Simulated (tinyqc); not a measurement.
A particle near a wafer in liquid: double-layer and van der Waals forces (DLVO), deposition barrier and removal: one step, computed by the program tinyqc. Command: `OMP_NUM_THREADS=1 python tinyqc.py 3112041 3112042 out.jsonl dlvo walk`. One thread of a shared host (Intel(R) Xeon(R) Processor @ 2.30GHz), about 0.01 s of CPU time with the checks.

Sphere and flat wall, Derjaguin approximation, constant potentials in the linear-superposition form, no retardation and no hydration force.

Question. Removing an attached particle. Adhesion F_a = A R/(6 h0^2) [1 + a^2/(R h0)] - kappa Z R exp(-kappa h0), a the contact radius. Drag in a shear flow F_d = 1.7 x 6 pi mu R^2 G, acting at 1.4 R; rolling starts when 1.4 R F_d = a F_a. Wall shear stress = mu G.

Inputs (values chosen for the exercise, of the order of those for silica on copper in water): particle radius R = 400 nm; Hamaker constant A = 3.5e-20 J; temperature T = 323 K; contact distance h0 = 0.4 nm; contact radius over R = 0.17; viscosity = 0.46 mPa s.

kappa = 2.759939 1/nm

Z = 6.921284 pN

Give: van der Waals adhesion; net adhesion F_a; wall shear stress for rolling; shear rate G.

Answer.

van der Waals adhesion = 4.360e+05 pN

net adhesion F_a = 4.335e+05 pN

wall shear stress for rolling = 10267 Pa

shear rate G = 2.232e+07 1/s
